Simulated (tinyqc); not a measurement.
States in the gap of a film: thin (001) film in sp3s* tight binding with raised dangling bonds.

Planes alternate anion (a), cation (c) along [001], a/4 apart, starting with an anion; zero in-plane momentum; levels counted from the bulk Ev, the lower root of [[Epa, Vxx], [Vxx, Epc]]; no spin-orbit coupling. Block of s, pz, s*: from an anion to the cation above, Vss/2 (s,s), Vsapc/2 (s,z), -Vscpa/2 (z,s), Vxx/2 (z,z), Vxapc/2 (s*,z), -Vpaxc/2 (z,s*); to the cation below the same with the s-z and s*-z signs reversed. Block of u = (px + py)/sqrt2 and v = (px - py)/sqrt2: to the cation above (Vxx + Vxy)/2 for u and (Vxx - Vxy)/2 for v, to the cation below the reverse. Each surface atom has two dangling sp3 hybrids; raising both by dl adds (dl/2) [[1, t], [t, 1]] to its s, pz levels (t = -1 at the bottom face, +1 at the top) and dl to the one of u, v in whose plane the missing bonds lie (v for a bottom anion or a top cation, u for a top anion).

Values chosen for the exercise (out of a larger set: near a published set for Si, fitted to gaps, whose masses and valley positions are rough; not measured data): p = (-4.228, 1.73, -4.228, 1.73, 6.629, 6.629, -8.335, 1.731, 4.6, 5.718, 5.718, 5.432, 5.432) eV (order Esa, Epa, Esc, Epc, Exa, Exc, Vss, Vxx, Vxy, Vsapc, Vscpa, Vxapc, Vpaxc); Nw = 28 (planes in the thicker film).

edges (eV): Gamma 3.46200, Delta 1.10564

Levels between 0 and the lower bulk edge, the largest weight on the two outer planes of both faces among them, and the nearest levels outside, for several shifts dl.

Film of Nw planes:

| dl (eV) | levels in the gap | at (eV) | surface weight | next above (eV) | next below (eV) |
|---|---|---|---|---|---|
| 0 | 2 | 0.262, 0.282 | 0.70 | 1.1402 | -0.0509 |
| 1 | 2 | 0.722, 0.725 | 0.81 | 1.1423 | -0.0509 |
| 2 | 0 | - | - | 1.1117 | -0.0509 |
| 3 | 0 | - | - | 1.1340 | -0.0509 |
| 5 | 0 | - | - | 1.1366 | -0.0509 |
| 10 | 0 | - | - | 1.1374 | -0.0509 |
| 30 | 0 | - | - | 1.1378 | -0.0509 |
| 100 | 0 | - | - | 1.1379 | -0.0509 |

Can the levels of the bare film be read as confined subbands?

No: with bare surfaces (dl = 0) 2 levels lie in the bulk gap, with up to 70 % of the weight on the four outer planes, two a face, where an even spread gives 14 %; these are dangling-bond states, not subbands. The reruns show the bulk gap clear from dl = 2 eV on, and at dl = 30 eV the next level above lies -0.1 meV from its value at 100 eV. At dl = 2 eV the next level above is more than 20 meV from its value at 100 eV, so the surface still acts on it.

tinyqc: `OMP_NUM_THREADS=1 python tinyqc.py 1480375 1480376 out.jsonl`; about 0.4 s, one thread, shared Intel(R) Xeon(R) Processor @ 2.30GHz.
